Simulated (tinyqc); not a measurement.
Wannier exciton and Elliott formula: one step. Diamagnetic shift. Two cases, with inputs chosen for the exercise.

Problem. For the 1s state dE = (e B)^2 <x^2 + y^2>/(8 mu m0) = c ((e/hbar) B)^2 a*^2/(2 mu), c = hbar^2/2m0; it holds while gamma = muB B/(mu Ry*) is small.

Constants: hbar^2/2m0 = 3.80998211 eV angstrom^2; e/hbar = 1.519267448e-05 1/(T angstrom^2); muB = 5.788381798e-05 eV/T.

Case 1.

Values chosen (out of a larger set: near those of InP; not measured data): B = 3.2 T (magnetic field).
mu = 0.0584138 m0
a* = 109.6153 angstrom
Ry* = 5.42832 meV

Case 2.

Values chosen (out of a larger set: near those of GaAs; not measured data): B = 0.9 T (magnetic field).
mu = 0.0477339 m0
a* = 141.9006 angstrom
Ry* = 3.96395 meV

Give: dE; gamma.

Solution.

Case 1.

dE = 0.9262 meV
gamma = 0.584

gamma is not small, so the true shift falls below this value and turns linear in B.

Case 2.

dE = 0.1502 meV
gamma = 0.275

gamma is moderate, so the quadratic form is some per cent too high.

Computed by tinyqc, one run a case: `OMP_NUM_THREADS=1 python tinyqc.py N N+1 out.jsonl` with N = 1251902, 1280532; one thread of a shared Intel(R) Xeon(R) Processor @ 2.30GHz, about 0.01 s a run at most.
